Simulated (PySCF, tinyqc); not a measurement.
Worked calculation: RHF in the sto-6g basis, for B+, spin multiplicity 1. The lowest restricted solution is unstable here: a spin-polarised one lies 0.0000 hartree lower (PySCF). Computed by tinyqc, a small Python program that keeps every step (integrals from PySCF). Settings: charge = 1, multiplicity = 1, basis = sto-6g, energy threshold = 1e-10, iteration cap = 82, orthogonalisation = canonical, start = random, DIIS depth = 6, shift = 0.5, method = RHF. Command: `OMP_NUM_THREADS=1 python tinyqc.py 28682 28683 out.jsonl` (the two numbers bound the seeds that draw the settings). One thread of a shared host (Intel(R) Xeon(R) Processor @ 2.60GHz), about 0.04 s of CPU time with the checks. Later iterations appear only in the table of the cycle.

## One-electron integrals

Geometry (angstrom):
```
atom,x,y,z
B,0.00000,0.00000,0.00000
```

Basis sto-6g: exponents (1/bohr^2) and contraction coefficients of normalised primitives:
```
element,l (shell),exponent,coefficient
B,s (1),506.01115,0.00916
B,s (1),92.77681,0.04936
B,s (1),25.95566,0.16854
B,s (1),8.91645,0.37056
B,s (1),3.46251,0.41649
B,s (1),1.42605,0.13033
B,s (2),23.19458,-0.01325
B,s (2),4.59081,-0.04699
B,s (2),1.42682,-0.03379
B,s (2),0.54895,0.25024
B,s (2),0.23841,0.59512
B,s (2),0.10928,0.24071
B,p (3),23.19458,0.00376
B,p (3),4.59081,0.03768
B,p (3),1.42682,0.17390
B,p (3),0.54895,0.41804
B,p (3),0.23841,0.42586
B,p (3),0.10928,0.10171
```

Overlap, kinetic and nuclear-attraction integrals over the contracted functions; the nuclear repulsion is the sum of Za Zb / Rab.

nuclear repulsion = 0 hartree

overlap S:
```
,1B 1s,1B 2s,1B 2px,1B 2py,1B 2pz
1B 1s,1.00000,0.26489,0.00000,0.00000,0.00000
1B 2s,0.26489,1.00000,0.00000,0.00000,0.00000
1B 2px,0.00000,0.00000,1.00000,0.00000,0.00000
1B 2py,0.00000,0.00000,0.00000,1.00000,0.00000
1B 2pz,0.00000,0.00000,0.00000,0.00000,1.00000
```

kinetic energy T (hartree):
```
,1B 1s,1B 2s,1B 2px,1B 2py,1B 2pz
1B 1s,10.94724,-0.33388,0.00000,0.00000,0.00000
1B 2s,-0.33388,0.37450,0.00000,0.00000,0.00000
1B 2px,0.00000,0.00000,1.12503,0.00000,0.00000
1B 2py,0.00000,0.00000,0.00000,1.12503,0.00000
1B 2pz,0.00000,0.00000,0.00000,0.00000,1.12503
```

nuclear attraction V (hartree):
```
,1B 1s,1B 2s,1B 2px,1B 2py,1B 2pz
1B 1s,-23.39172,-2.74419,0.00000,0.00000,0.00000
1B 2s,-2.74419,-3.75015,0.00000,0.00000,0.00000
1B 2px,0.00000,0.00000,-3.74998,0.00000,0.00000
1B 2py,0.00000,0.00000,0.00000,-3.74998,0.00000
1B 2pz,0.00000,0.00000,0.00000,0.00000,-3.74998
```

core Hamiltonian H = T + V (hartree):
```
,1B 1s,1B 2s,1B 2px,1B 2py,1B 2pz
1B 1s,-12.44448,-3.07807,0.00000,0.00000,0.00000
1B 2s,-3.07807,-3.37565,0.00000,0.00000,0.00000
1B 2px,0.00000,0.00000,-2.62495,0.00000,0.00000
1B 2py,0.00000,0.00000,0.00000,-2.62495,0.00000
1B 2pz,0.00000,0.00000,0.00000,0.00000,-2.62495
```

## Two-electron integrals

Functions are numbered as in S; the eight-fold symmetry (ij|kl) = (ji|kl) = (kl|ij) leaves the list below.

Two-electron integrals (ij|kl) in chemists' order, unique and non-zero (hartree):
```
i,j,k,l,(ij|kl)
1,1,1,1,2.92499
2,1,1,1,0.48076
2,1,2,1,0.09948
2,2,1,1,0.74345
2,2,2,1,0.18897
2,2,2,2,0.54492
3,1,3,1,0.02110
3,2,3,1,0.03085
3,2,3,2,0.12044
3,3,1,1,0.74345
3,3,2,1,0.18897
3,3,2,2,0.54492
3,3,3,3,0.58711
4,1,4,1,0.02110
4,2,4,1,0.03085
4,2,4,2,0.12044
4,3,4,3,0.03164
4,4,1,1,0.74345
4,4,2,1,0.18897
4,4,2,2,0.54492
4,4,3,3,0.52383
4,4,4,4,0.58711
5,1,5,1,0.02110
5,2,5,1,0.03085
5,2,5,2,0.12044
5,3,5,3,0.03164
5,4,5,4,0.03164
5,5,1,1,0.74345
5,5,2,1,0.18897
5,5,2,2,0.54492
5,5,3,3,0.52383
5,5,4,4,0.52383
5,5,5,5,0.58711
```

## Orthogonalisation

S = U s U^T; canonical form X = U s^(-1/2), so that X^T S X = 1. Each column of U has its largest component positive (the first on a tie).

eigenvalues of S: 0.73511  1.00000  1.00000  1.00000  1.26489

X:
```
,1,2,3,4,5
1B 1s,0.82473,0.00000,0.00000,0.00000,0.62872
1B 2s,-0.82473,0.00000,0.00000,0.00000,0.62872
1B 2px,0.00000,1.00000,0.00000,0.00000,0.00000
1B 2py,0.00000,0.00000,1.00000,0.00000,0.00000
1B 2pz,0.00000,0.00000,0.00000,1.00000,0.00000
```

Within a degenerate level the vectors are fixed only up to a rotation; this is one choice.

## Starting guess

The start is random orthonormal orbitals; D = 2 C_occ C_occ^T.

D at the start:
```
,1B 1s,1B 2s,1B 2px,1B 2py,1B 2pz
1B 1s,0.31640,-0.45286,0.35646,-0.43385,-0.29702
1B 2s,-0.45286,1.76925,-0.42753,0.39451,-0.53780
1B 2px,0.35646,-0.42753,0.40770,-0.50550,-0.40564
1B 2py,-0.43385,0.39451,-0.50550,0.64066,0.60180
1B 2pz,-0.29702,-0.53780,-0.40564,0.60180,1.10591
```

## Iteration 1: building the Fock matrix

J_ij = sum D_kl (ij|kl), K_ij = sum D_kl (ik|jl); F = H + J - 0.5 K; E = tr D H + tr D J / 2 - 0.25 tr D K + E_nn.

Coulomb J (hartree):
```
,1B 1s,1B 2s,1B 2px,1B 2py,1B 2pz
1B 1s,3.40697,0.80342,-0.01134,0.00604,-0.04572
1B 2s,0.80342,2.20209,-0.08099,0.06826,-0.14788
1B 2px,-0.01134,-0.08099,2.18244,-0.03199,-0.02567
1B 2py,0.00604,0.06826,-0.03199,2.19718,0.03808
1B 2pz,-0.04572,-0.14788,-0.02567,0.03808,2.22663
```

exchange K (hartree):
```
,1B 1s,1B 2s,1B 2px,1B 2py,1B 2pz
1B 1s,0.71149,0.17118,0.17855,-0.24498,-0.34530
1B 2s,0.17118,1.08389,-0.20610,0.16712,-0.42312
1B 2px,0.17855,-0.20610,0.48645,-0.28079,-0.22532
1B 2py,-0.24498,0.16712,-0.28079,0.61585,0.33428
1B 2pz,-0.34530,-0.42312,-0.22532,0.33428,0.87429
```

Fock matrix F (hartree):
```
,1B 1s,1B 2s,1B 2px,1B 2py,1B 2pz
1B 1s,-9.39325,-2.36024,-0.10062,0.12853,0.12693
1B 2s,-2.36024,-1.71551,0.02206,-0.01530,0.06369
1B 2px,-0.10062,0.02206,-0.68573,0.10840,0.08699
1B 2py,0.12853,-0.01530,0.10840,-0.73569,-0.12906
1B 2pz,0.12693,0.06369,0.08699,-0.12906,-0.83547
```

total energy of this density = -9.5073167 hartree

## Iteration 1: diagonalisation and new density

A level shift of 0.5 hartree raises the virtual space: F + shift (S - S D(s) S), with D(s) the density of one spin (D/2). Diagonalise F' = X^T F X, C = X C', fill 2 alpha and 2 beta electrons from the bottom; D = 2 C_occ C_occ^T. Each column has its largest component positive (the first on a tie).

F' = X^T F X (hartree):
```
,1,2,3,4,5
1,-4.12000,-0.22000,0.24417,0.01567,-3.80596
2,-0.22000,-0.28766,0.23478,0.18840,-0.03526
3,0.24417,0.23478,-0.39586,-0.27951,0.07901
4,0.01567,0.18840,-0.27951,-0.61194,0.28582
5,-3.80596,-0.03526,0.07901,0.28582,-5.94371
```

orbital energies (hartree): MO1 -8.96136, MO2 -1.19482, MO3 -0.91685, MO4 -0.18785, MO5 -0.09830

coefficients C:
```
,MO1,MO2,MO3,MO4,MO5
1B 1s,1.00347,-0.24303,0.06236,-0.07461,0.00000
1B 2s,-0.01732,0.99464,-0.07402,0.28352,0.00000
1B 2px,0.02024,-0.17718,-0.39404,0.51996,0.73659
1B 2py,-0.02639,0.17642,0.53764,-0.48018,0.66973
1B 2pz,-0.02935,-0.13106,0.74078,0.65140,-0.09427
```

D after iteration 1:
```
,1B 1s,1B 2s,1B 2px,1B 2py,1B 2pz
1B 1s,2.13201,-0.51822,0.12674,-0.13871,0.00481
1B 2s,-0.51822,1.97921,-0.35317,0.35187,-0.25971
1B 2px,0.12674,-0.35317,0.06361,-0.06359,0.04526
1B 2py,-0.13871,0.35187,-0.06359,0.06364,-0.04470
1B 2pz,0.00481,-0.25971,0.04526,-0.04470,0.03608
```

## Iteration 2: building the Fock matrix

As before.

Coulomb J (hartree):
```
,1B 1s,1B 2s,1B 2px,1B 2py,1B 2pz
1B 1s,7.33071,1.32674,-0.01645,0.01586,-0.01582
1B 2s,1.32674,2.55670,-0.07725,0.07620,-0.06226
1B 2px,-0.01645,-0.07725,2.55728,-0.00402,0.00286
1B 2py,0.01586,0.07620,-0.00402,2.55729,-0.00283
1B 2pz,-0.01582,-0.06226,0.00286,-0.00283,2.55554
```

exchange K (hartree):
```
,1B 1s,1B 2s,1B 2px,1B 2py,1B 2pz
1B 1s,5.93819,0.96719,0.01926,-0.02870,-0.05341
1B 2s,0.96719,1.11443,-0.20712,0.20363,-0.17174
1B 2px,0.01926,-0.20712,0.29188,-0.03532,0.02514
1B 2py,-0.02870,0.20363,-0.03532,0.29190,-0.02483
1B 2pz,-0.05341,-0.17174,0.02514,-0.02483,0.27659
```

Fock matrix F (hartree):
```
,1B 1s,1B 2s,1B 2px,1B 2py,1B 2pz
1B 1s,-8.08286,-2.23493,-0.02608,0.03021,0.01088
1B 2s,-2.23493,-1.37616,0.02631,-0.02561,0.02361
1B 2px,-0.02608,0.02631,-0.21361,0.01364,-0.00971
1B 2py,0.03021,-0.02561,0.01364,-0.21361,0.00959
1B 2pz,0.01088,0.02361,-0.00971,0.00959,-0.20770
```

total energy of this density = -24.0966761 hartree

## Iteration 2: DIIS over 2 matrices

error matrix X^T (FDS - SDF) X:
```
,1,2,3,4,5
1,0.00000,-0.21777,0.26957,0.21361,-0.01216
2,0.21777,0.00000,0.00000,0.00000,0.05936
3,-0.26957,0.00000,0.00000,0.00000,-0.13175
4,-0.21361,0.00000,0.00000,0.00000,-0.47224
5,0.01216,-0.05936,0.13175,0.47224,0.00000
```

B (overlaps of the stored error matrices):
```
,1,2
1,5.8083749e+01,6.4567539e+00
2,6.4567539e+00,8.1950980e-01
```

Minimise |sum c_i e_i|^2 with sum c_i = 1: solve [B -1; -1 0][c; lambda] = [0; -1] with B_ij = tr e_i^T e_j, and take F = sum c_i F_i.

DIIS coefficients: -0.12258  1.12258

extrapolated F (hartree):
```
,1B 1s,1B 2s,1B 2px,1B 2py,1B 2pz
1B 1s,-7.92224,-2.21957,-0.01694,0.01816,-0.00334
1B 2s,-2.21957,-1.33457,0.02683,-0.02688,0.01870
1B 2px,-0.01694,0.02683,-0.15573,0.00202,-0.02156
1B 2py,0.01816,-0.02688,0.00202,-0.14962,0.02658
1B 2pz,-0.00334,0.01870,-0.02156,0.02658,-0.13075
```

## Iteration 2: diagonalisation and new density

As before.

F' = X^T F X (hartree):
```
,1,2,3,4,5
1,-3.24985,-0.10884,0.11150,-0.05827,-3.43428
2,-0.10884,0.32836,0.01792,-0.03287,0.05124
3,0.11150,0.01792,0.33447,0.03775,-0.04786
4,-0.05827,-0.03287,0.03775,0.36023,0.06033
5,-3.43428,0.05124,-0.04786,0.06033,-5.40004
```

orbital energies (hartree): MO1 -7.92375, MO2 -0.75964, MO3 0.31460, MO4 0.34886, MO5 0.39309

coefficients C:
```
,MO1,MO2,MO3,MO4,MO5
1B 1s,0.99501,-0.28712,-0.05344,0.00000,0.01108
1B 2s,0.01821,1.02071,0.18062,0.00000,-0.02557
1B 2px,0.00281,-0.11102,0.58058,0.73659,-0.32867
1B 2py,-0.00332,0.11089,-0.55890,0.66973,0.47622
1B 2pz,-0.00168,-0.07968,0.56586,-0.09427,0.81521
```

D after iteration 2:
```
,1B 1s,1B 2s,1B 2px,1B 2py,1B 2pz
1B 1s,2.14497,-0.54989,0.06934,-0.07029,0.04242
1B 2s,-0.54989,2.08437,-0.22654,0.22625,-0.16272
1B 2px,0.06934,-0.22654,0.02467,-0.02464,0.01768
1B 2py,-0.07029,0.22625,-0.02464,0.02462,-0.01766
1B 2pz,0.04242,-0.16272,0.01768,-0.01766,0.01270
```

## Iteration 3: building the Fock matrix

As before.

Coulomb J (hartree):
```
,1B 1s,1B 2s,1B 2px,1B 2py,1B 2pz
1B 1s,7.34100,1.32738,-0.01105,0.01100,-0.00825
1B 2s,1.32738,2.55645,-0.05029,0.05016,-0.03658
1B 2px,-0.01105,-0.05029,2.55670,-0.00156,0.00112
1B 2py,0.01100,0.05016,-0.00156,2.55670,-0.00112
1B 2pz,-0.00825,-0.03658,0.00112,-0.00112,2.55595
```

exchange K (hartree):
```
,1B 1s,1B 2s,1B 2px,1B 2py,1B 2pz
1B 1s,5.95396,0.96348,0.00322,-0.00401,-0.00334
1B 2s,0.96348,1.14885,-0.13549,0.13509,-0.09895
1B 2px,0.00322,-0.13549,0.27803,-0.01369,0.00982
1B 2py,-0.00401,0.13509,-0.01369,0.27800,-0.00981
1B 2pz,-0.00334,-0.09895,0.00982,-0.00981,0.27138
```

Fock matrix F (hartree):
```
,1B 1s,1B 2s,1B 2px,1B 2py,1B 2pz
1B 1s,-8.08046,-2.23242,-0.01266,0.01300,-0.00658
1B 2s,-2.23242,-1.39363,0.01745,-0.01738,0.01289
1B 2px,-0.01266,0.01745,-0.20726,0.00528,-0.00379
1B 2py,0.01300,-0.01738,0.00528,-0.20725,0.00379
1B 2pz,-0.00658,0.01289,-0.00379,0.00379,-0.20470
```

total energy of this density = -24.1630228 hartree

## Iteration 3: DIIS over 3 matrices

error matrix X^T (FDS - SDF) X:
```
,1,2,3,4,5
1,0.00000,-0.09207,0.09635,-0.03494,-0.00355
2,0.09207,0.00000,0.00000,0.00000,-0.03490
3,-0.09635,0.00000,0.00000,0.00000,0.02879
4,0.03494,0.00000,0.00000,0.00000,-0.06817
5,0.00355,0.03490,-0.02879,0.06817,0.00000
```

B (overlaps of the stored error matrices):
```
,1,2,3
1,5.8083749e+01,6.4567539e+00,6.9095222e-01
2,6.4567539e+00,8.1950980e-01,1.2985942e-01
3,6.9095222e-01,1.2985942e-01,5.1375899e-02
```

As before.

DIIS coefficients: 0.02371  -0.34901  1.32530

extrapolated F (hartree):
```
,1B 1s,1B 2s,1B 2px,1B 2py,1B 2pz
1B 1s,-8.11074,-2.23458,-0.01006,0.00973,-0.00951
1B 2s,-2.23458,-1.40735,0.01447,-0.01446,0.01036
1B 2px,-0.01006,0.01447,-0.21639,0.00481,0.00042
1B 2py,0.00973,-0.01446,0.00481,-0.21756,-0.00139
1B 2pz,-0.00951,0.01036,0.00042,-0.00139,-0.21860
```

## Iteration 3: diagonalisation and new density

As before.

F' = X^T F X (hartree):
```
,1,2,3,4,5
1,-3.42383,-0.06508,0.06490,-0.04748,-3.48316
2,-0.06508,0.27744,0.01097,-0.00400,0.03402
3,0.06490,0.01097,0.27629,0.00303,-0.03398
4,-0.04748,-0.00400,0.00303,0.27822,0.02445
5,-3.48316,0.03402,-0.03398,0.02445,-5.52385
```

orbital energies (hartree): MO1 -8.11187, MO2 -0.84779, MO3 0.27534, MO4 0.28066, MO5 0.28793

coefficients C:
```
,MO1,MO2,MO3,MO4,MO5
1B 1s,0.99654,-0.28524,0.02840,-0.01418,0.00000
1B 2s,0.01277,1.03145,-0.09562,0.04758,0.00000
1B 2px,0.00137,-0.06491,-0.67062,0.05902,0.73659
1B 2py,-0.00136,0.06478,0.73595,0.07505,0.66973
1B 2pz,0.00104,-0.04695,-0.01148,0.99437,-0.09427
```

D after iteration 3:
```
,1B 1s,1B 2s,1B 2px,1B 2py,1B 2pz
1B 1s,2.14891,-0.56298,0.03977,-0.03968,0.02885
1B 2s,-0.56298,2.12811,-0.13387,0.13361,-0.09683
1B 2px,0.03977,-0.13387,0.00843,-0.00841,0.00610
1B 2py,-0.03968,0.13361,-0.00841,0.00840,-0.00609
1B 2pz,0.02885,-0.09683,0.00610,-0.00609,0.00441
```

## Iteration 4: building the Fock matrix

As before.

Coulomb J (hartree):
```
,1B 1s,1B 2s,1B 2px,1B 2py,1B 2pz
1B 1s,7.34216,1.32724,-0.00658,0.00657,-0.00476
1B 2s,1.32724,2.55606,-0.02979,0.02974,-0.02154
1B 2px,-0.00658,-0.02979,2.55615,-0.00053,0.00039
1B 2py,0.00657,0.02974,-0.00053,2.55615,-0.00039
1B 2pz,-0.00476,-0.02154,0.00039,-0.00039,2.55589
```

exchange K (hartree):
```
,1B 1s,1B 2s,1B 2px,1B 2py,1B 2pz
1B 1s,5.95640,0.96134,0.00098,-0.00097,0.00077
1B 2s,0.96134,1.16323,-0.08033,0.08018,-0.05808
1B 2px,0.00098,-0.08033,0.27226,-0.00467,0.00339
1B 2py,-0.00097,0.08018,-0.00467,0.27224,-0.00338
1B 2pz,0.00077,-0.05808,0.00339,-0.00338,0.27003
```

Fock matrix F (hartree):
```
,1B 1s,1B 2s,1B 2px,1B 2py,1B 2pz
1B 1s,-8.08051,-2.23150,-0.00707,0.00705,-0.00514
1B 2s,-2.23150,-1.40120,0.01037,-0.01035,0.00750
1B 2px,-0.00707,0.01037,-0.20493,0.00180,-0.00131
1B 2py,0.00705,-0.01035,0.00180,-0.20493,0.00131
1B 2pz,-0.00514,0.00750,-0.00131,0.00131,-0.20407
```

total energy of this density = -24.1810987 hartree

## Iteration 4: DIIS over 4 matrices

error matrix X^T (FDS - SDF) X:
```
,1,2,3,4,5
1,0.00000,-0.05006,0.04991,-0.03658,-0.00098
2,0.05006,0.00000,0.00000,0.00000,-0.02843
3,-0.04991,0.00000,0.00000,0.00000,0.02844
4,0.03658,0.00000,0.00000,0.00000,-0.02005
5,0.00098,0.02843,-0.02844,0.02005,0.00000
```

B (overlaps of the stored error matrices):
```
,1,2,3,4
1,5.8083749e+01,6.4567539e+00,6.9095222e-01,9.1117909e-02
2,6.4567539e+00,8.1950980e-01,1.2985942e-01,4.1178886e-02
3,6.9095222e-01,1.2985942e-01,5.1375899e-02,2.7756038e-02
4,9.1117909e-02,4.1178886e-02,2.7756038e-02,1.6711640e-02
```

As before.

DIIS coefficients: 0.00321  0.12755  -1.81614  2.68538

extrapolated F (hartree):
```
,1B 1s,1B 2s,1B 2px,1B 2py,1B 2pz
1B 1s,-8.08512,-2.23068,0.00036,-0.00040,-0.00007
1B 2s,-2.23068,-1.41276,-0.00042,0.00045,-0.00007
1B 2px,0.00036,-0.00042,-0.20335,-0.00266,0.00242
1B 2py,-0.00040,0.00045,-0.00266,-0.20352,-0.00257
1B 2pz,-0.00007,-0.00007,0.00242,-0.00257,-0.20543
```

## Iteration 4: diagonalisation and new density

As before.

F' = X^T F X (hartree):
```
,1,2,3,4,5
1,-3.42218,-0.02568,0.02556,-0.01905,-3.46227
2,-0.02568,0.29454,-0.00056,0.00089,0.01867
3,0.02556,-0.00056,0.29438,-0.00104,-0.01864
4,-0.01905,0.00089,-0.00104,0.29347,0.01343
5,-3.46227,0.01867,-0.01864,0.01343,-5.51618
```

orbital energies (hartree): MO1 -8.08629, MO2 -0.85428, MO3 0.29266, MO4 0.29391, MO5 0.29803

coefficients C:
```
,MO1,MO2,MO3,MO4,MO5
1B 1s,0.99641,-0.28718,0.00032,0.00000,-0.01268
1B 2s,0.01326,1.03596,-0.00130,0.00000,0.04548
1B 2px,0.00004,-0.02758,-0.26762,0.73659,0.62052
1B 2py,-0.00003,0.02749,0.41662,0.66973,-0.61411
1B 2pz,0.00007,-0.02024,0.86879,-0.09427,0.48570
```

D after iteration 4:
```
,1B 1s,1B 2s,1B 2px,1B 2py,1B 2pz
1B 1s,2.15060,-0.56861,0.01592,-0.01585,0.01176
1B 2s,-0.56861,2.14678,-0.05714,0.05695,-0.04192
1B 2px,0.01592,-0.05714,0.00152,-0.00152,0.00112
1B 2py,-0.01585,0.05695,-0.00152,0.00151,-0.00111
1B 2pz,0.01176,-0.04192,0.00112,-0.00111,0.00082
```

## Iteration 16 (converged): orbitals

converged F (hartree):
```
,1B 1s,1B 2s,1B 2px,1B 2py,1B 2pz
1B 1s,-8.08056,-2.23104,0.00000,0.00000,0.00000
1B 2s,-2.23104,-1.40516,0.00000,0.00000,0.00000
1B 2px,0.00000,0.00000,-0.20373,0.00000,0.00000
1B 2py,0.00000,0.00000,0.00000,-0.20373,0.00000
1B 2pz,0.00000,0.00000,0.00000,0.00000,-0.20373
```

Diagonalise F' = X^T F X, C = X C', fill 2 alpha and 2 beta electrons from the bottom; D = 2 C_occ C_occ^T. Each column has its largest component positive (the first on a tie).

F' = X^T F X (hartree):
```
,1,2,3,4,5
1,-3.41694,0.00000,0.00000,0.00000,-3.46135
2,0.00000,-0.20373,0.00000,0.00000,0.00000
3,0.00000,0.00000,-0.20373,0.00000,0.00000
4,0.00000,0.00000,0.00000,-0.20373,0.00000
5,-3.46135,0.00000,0.00000,0.00000,-5.51344
```

orbital energies (hartree): MO1 -8.08178, MO2 -0.84860, MO3 -0.20373, MO4 -0.20373, MO5 -0.20373

coefficients C:
```
,MO1,MO2,MO3,MO4,MO5
1B 1s,0.99635,-0.28767,0.00000,0.00000,0.00000
1B 2s,0.01347,1.03696,0.00000,0.00000,0.00000
1B 2px,0.00000,0.00000,0.62168,-0.08277,0.77888
1B 2py,0.00000,0.00000,-0.61561,0.56320,0.55121
1B 2pz,0.00000,0.00000,0.48429,0.82217,-0.29918
```

D after iteration 16:
```
,1B 1s,1B 2s,1B 2px,1B 2py,1B 2pz
1B 1s,2.15092,-0.56976,0.00000,0.00000,0.00000
1B 2s,-0.56976,2.15092,0.00000,0.00000,0.00000
1B 2px,0.00000,0.00000,0.00000,0.00000,0.00000
1B 2py,0.00000,0.00000,0.00000,0.00000,0.00000
1B 2pz,0.00000,0.00000,0.00000,0.00000,0.00000
```

Within a degenerate level the vectors are fixed only up to a rotation; this is one choice.

## Convergence

Stop when the energy changes by less than 1e-10 hartree and every element of the error matrix X^T (F D S - S D F) X is below 3e-06.

Course of the cycle:
```
iteration,E (hartree),change,largest element of the error matrix
1,-9.5073167,-,3.16e+00
2,-24.0966761,-1.46e+01,4.72e-01
3,-24.1630228,-6.63e-02,9.63e-02
4,-24.1810987,-1.81e-02,5.01e-02
5,-24.1888370,-7.74e-03,1.85e-02
6,-24.1902623,-1.43e-03,8.23e-03
7,-24.1905051,-2.43e-04,3.52e-03
8,-24.1905514,-4.63e-05,1.49e-03
9,-24.1905603,-8.98e-06,6.53e-04
10,-24.1905620,-1.71e-06,2.85e-04
11,-24.1905624,-3.25e-07,1.24e-04
12,-24.1905624,-6.20e-08,5.43e-05
13,-24.1905624,-1.18e-08,2.37e-05
14,-24.1905624,-2.26e-09,1.04e-05
15,-24.1905624,-4.31e-10,4.52e-06
16,-24.1905624,-8.21e-11,1.98e-06
```

PySCF RHF in the same basis = -24.1905624 hartree

Converged in 16 iterations.

## Populations

Mulliken: Z minus the diagonal of D S on the atom; Loewdin: the same with S^(1/2) D S^(1/2).

Charges (e):
```
atom,Mulliken,Loewdin
1B,1.00000,1.00000
```
